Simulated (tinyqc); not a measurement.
Inside a calculation. Method: CIS and TDHF on RHF in the sto-3g basis, frozen core, for BeH2, spin multiplicity 1. One step of it, computed by the program tinyqc.

Task: TDHF (RPA) triplet states. B(ia,jb) = - (ib|ja); the squared energies are the eigenvalues of (A - B)(A + B); 1 hartree = 27.211386 eV.

CIS matrix A, triplet (hartree), order 2>4, 2>5, 2>6, 2>7, 3>4, 3>5, 3>6, 3>7:
```
[[0.301514, 0.000000, -0.004081, 0.005159, -0.000409, 0.000000, -0.000272, 0.022812],
 [0.000000, 0.303569, 0.000000, 0.000000, 0.000000, -0.000346, 0.000000, 0.000000],
 [-0.004081, 0.000000, 0.555066, -0.031415, -0.000272, 0.000000, 0.005809, -0.137015],
 [0.005159, 0.000000, -0.031415, 1.020060, 0.022812, 0.000000, -0.137015, -0.010705],
 [-0.000409, 0.000000, -0.000272, 0.022812, 0.275647, 0.000000, 0.001478, -0.005181],
 [0.000000, -0.000346, 0.000000, 0.000000, 0.000000, 0.278864, 0.000000, 0.000000],
 [-0.000272, 0.000000, 0.005809, -0.137015, 0.001478, 0.000000, 0.505355, 0.031725],
 [0.022812, 0.000000, -0.137015, -0.010705, -0.005181, 0.000000, 0.031725, 0.968147]]
```

Two-electron integrals over orbitals (pq|rs), unique and non-zero (hartree); the lowest 1 orbital is frozen and left out:
```
(22|22) 0.413437    (32|22) 0.038674    (32|32) 0.156731    (33|22) 0.409053
(33|32) -0.032158   (33|33) 0.447108    (42|22) 0.010048    (42|32) 0.000808
(42|33) 0.008713    (42|42) 0.049322    (43|22) 0.001012    (43|32) 0.008780
(43|33) -0.002949   (43|42) -0.003542   (43|43) 0.016264    (44|22) 0.370856
(44|32) 0.000409    (44|33) 0.359593    (44|42) -0.019476   (44|43) 0.002467
(44|44) 0.452829    (52|52) 0.049525    (53|52) -0.003616   (53|53) 0.015459
(54|52) -0.007311   (54|53) 0.000836    (54|54) 0.025251    (55|22) 0.372705
(55|32) 0.000346    (55|33) 0.360280    (55|42) -0.005405   (55|43) 0.000861
(55|44) 0.400924    (55|55) 0.449859    (62|22) -0.027917   (62|32) -0.011592
(62|33) -0.045954   (62|42) -0.001787   (62|43) -0.000193   (62|44) 0.045052
(62|55) 0.048165    (62|62) 0.075920    (63|22) -0.019149   (63|32) -0.091820
(63|33) 0.025963    (63|42) -0.000117   (63|43) -0.007431   (63|44) -0.008313
(63|55) -0.008703   (63|62) -0.003383   (63|63) 0.083390    (64|22) 0.004081
(64|32) 0.000272    (64|33) -0.001478   (64|42) 0.042803    (64|43) -0.005139
(64|44) -0.005361   (64|55) 0.004147    (64|62) 0.015396    (64|63) -0.002474
(64|64) 0.046699    (65|52) 0.046644    (65|53) -0.005632   (65|54) -0.005206
(65|65) 0.050175    (66|22) 0.401945    (66|32) -0.005809   (66|33) 0.414526
(66|42) 0.021169    (66|43) -0.002921   (66|44) 0.365610    (66|55) 0.370550
(66|62) -0.032586   (66|63) 0.008950    (66|64) 0.013404    (66|66) 0.422165
(72|22) -0.013312   (72|32) -0.044922   (72|33) 0.004735    (72|42) -0.002641
(72|43) -0.009074   (72|44) 0.006263    (72|55) 0.006268    (72|62) 0.014913
(72|63) 0.058661    (72|64) 0.000716    (72|66) -0.002176   (72|72) 0.057491
(73|22) -0.007987   (73|32) -0.000072   (73|33) -0.022574   (73|42) -0.013469
(73|43) 0.002468    (73|44) 0.056361    (73|55) 0.055907    (73|62) 0.068779
(73|63) -0.014689   (73|64) 0.004778    (73|66) -0.028927   (73|72) 0.005989
(73|73) 0.080695    (74|22) -0.005159   (74|32) -0.022812   (74|33) 0.005181
(74|42) 0.002897    (74|43) 0.012449    (74|44) -0.000371   (74|55) -0.000020
(74|62) 0.001829    (74|63) 0.013354    (74|64) 0.000880    (74|66) 0.001546
(74|72) 0.003302    (74|73) 0.000264    (74|74) 0.020240    (75|52) 0.003123
(75|53) 0.013502    (75|54) -0.000196   (75|65) 0.001132    (75|75) 0.016402
(76|22) 0.031415    (76|32) 0.137015    (76|33) -0.031725   (76|42) 0.001635
(76|43) 0.010241    (76|44) 0.000153    (76|55) 0.000385    (76|62) -0.008906
(76|63) -0.094207   (76|64) 0.001259    (76|66) -0.007634   (76|72) -0.057357
(76|73) 0.002287    (76|74) -0.019860   (76|76) 0.137190    (77|22) 0.434799
(77|32) 0.010705    (77|33) 0.449583    (77|42) 0.001720    (77|43) 0.000578
(77|44) 0.394566    (77|55) 0.393121    (77|62) -0.040627   (77|63) -0.002140
(77|64) -0.006227   (77|66) 0.438639    (77|72) -0.008389   (77|73) -0.013453
(77|74) -0.001184   (77|76) 0.006772    (77|77) 0.494152
```

Give: TDHF matrix B, triplet; squared energies w^2; TDHF energies from the positive w^2.

Result:

TDHF matrix B, triplet (hartree), order 2>4, 2>5, 2>6, 2>7, 3>4, 3>5, 3>6, 3>7:
```
[[-0.049, 0.000, 0.002, 0.003, 0.004, 0.000, 0.000, 0.009],
 [0.000, -0.050, 0.000, 0.000, 0.000, 0.004, 0.000, 0.000],
 [0.002, 0.000, -0.076, -0.015, 0.000, 0.000, 0.003, -0.059],
 [0.003, 0.000, -0.015, -0.057, 0.013, 0.000, -0.069, -0.006],
 [0.004, 0.000, 0.000, 0.013, -0.016, 0.000, 0.007, -0.002],
 [0.000, 0.004, 0.000, 0.000, 0.000, -0.015, 0.000, 0.000],
 [0.000, 0.000, 0.003, -0.069, 0.007, 0.000, -0.083, 0.015],
 [0.009, 0.000, -0.059, -0.006, -0.002, 0.000, 0.015, -0.081]]
```

squared energies w^2 (hartree^2): [0.075, 0.078, 0.088, 0.090, 0.205, 0.248, 1.015, 1.116]

TDHF energies from the positive w^2 (eV): [7.445, 7.576, 8.063, 8.149, 12.312, 13.564, 27.413, 28.744]
